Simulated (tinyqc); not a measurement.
Worked calculation: CCD on RHF in the sto-6g basis, for H3+, spin multiplicity 1. One step of it, computed by the program tinyqc.

Question. CCD: starting amplitudes. t_ij^ab = <ij||ab> / (e_i + e_j - e_a - e_b), whose energy is MP2.

orbital energies (hartree): MO1 -1.085368, MO2 -0.128100, MO3 -0.060829

Two-electron integrals over orbitals (pq|rs), unique and non-zero (hartree):
```
(11|11) 0.571651    (21|11) -0.010028   (21|21) 0.144122    (22|11) 0.550703
(22|21) 0.099456    (22|22) 0.647282    (31|11) 0.000078    (31|21) 2.44e-06
(31|22) -0.000719   (31|31) 0.145194    (32|11) 4.06e-06    (32|21) -0.000788
(32|22) -0.000089   (32|31) -0.095024   (32|32) 0.072101    (33|11) 0.563218
(33|21) -0.103555   (33|22) 0.482493    (33|31) 0.000756    (33|32) 0.000087
(33|33) 0.651726
```

Give: Starting amplitudes; correlation energy.

Answer.

Starting amplitudes (spin orbitals 1a, 1b, ...; amplitudes related by a flip of all spins are not repeated):

| from | to | t |
|---|---|---|
| 1a 1b | 2a 2b | -0.0753 |
| 1a 1b | 3a 3b | -0.0709 |
| 1a 1b | 2a 3b | -1.23e-06 |

correlation energy = -0.021137 hartree
